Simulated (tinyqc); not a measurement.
# Gate sheet resistance from two finger widths

Question. At low frequency R = Rsh Wf/(3 L) + B/Wf, where B collects the channel and vertical terms. Find Rsh, B and the width of lowest R.

Parameters, values chosen for the exercise:
- L = 1 um (channel length)

input resistance of single fingers, contacted at one end, of width 0.7 and 5.1 um (ohm): 387.18429  63.651176

Answer. R Wf is a straight line in Wf^2; the minimum of R lies where both terms are equal.

Rsh = 6.300 ohm/square
B = 270.0 ohm um
width of lowest R = 11.34 um

Computed by the program tinyqc: `OMP_NUM_THREADS=1 python tinyqc.py 2262176 2262177 out.jsonl`, one thread of a shared Intel Xeon 2.30GHz, about 0.01 s for the whole run.
